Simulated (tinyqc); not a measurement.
# Doping and voltage from widths and field

Question. In the depletion approximation an abrupt p-n junction has a triangular field: peak E = q Nd xn/(eps0 eps_r) = q Na xp/(eps0 eps_r), W = xn + xp, and Vbi - V = E W/2. Find Nd, Na and Vbi - V.

Values chosen for this exercise: relative permittivity eps_r = 9.75.

Constants: q = 1.602176634e-19 C, eps0 = 8.8541878128e-14 F/cm where lengths are in cm. Results are converted to the units shown.

W = 968.98696 nm
peak field = 69.570513 kV/cm
xn = 961.17739 nm

Answer. Gauss's law on each side gives its doping from the peak field and its width; the voltage is the area of the triangle.

Nd = 3.900e15 cm^-3
Na = 4.800e17 cm^-3
Vbi - V = 3.371 V

tinyqc, about 0.03 s, one thread, Intel Xeon 2.30GHz (shared host): `OMP_NUM_THREADS=1 python tinyqc.py 2000071 2000072 out.jsonl`
